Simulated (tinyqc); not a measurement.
Strain-driven roughening and islands of a mismatched epitaxial film: one step, computed by the program tinyqc.

Film and substrate share isotropic elastic constants; the film is coherent and biaxially strained.

Question. Asaro-Tiller-Grinfeld instability. A ripple A cos(k x) has the surface chemical potential per volume [gamma k^2 - 2 (1 + nu) w k] A cos(k x), so k_c = 2 (1 + nu) w/gamma. With surface diffusion the amplitude grows at the rate q = B k^2 [2 (1 + nu) w k - gamma k^2], fastest at k_m = (3/4) k_c. B is the surface mobility.

Inputs (values chosen for the exercise, modelled on In(0.5)Ga(0.5)As on GaAs): Poisson ratio nu = 0.3; surface energy gamma = 0.812 J/m^2; surface mobility D_s nu_s Omega^2/(k_B T) = 1.9e-32 m^6/(J s).

Transport: surface diffusion.

energy density w = 159.9354 MJ/m^3

Give: k_c; critical wavelength; fastest wavelength; growth time 1/q at k_m.

Answer.

k_c = 0.5121 1/nm

critical wavelength = 12.27 nm

fastest wavelength = 16.36 nm

growth time 1/q at k_m = 0.008935 s
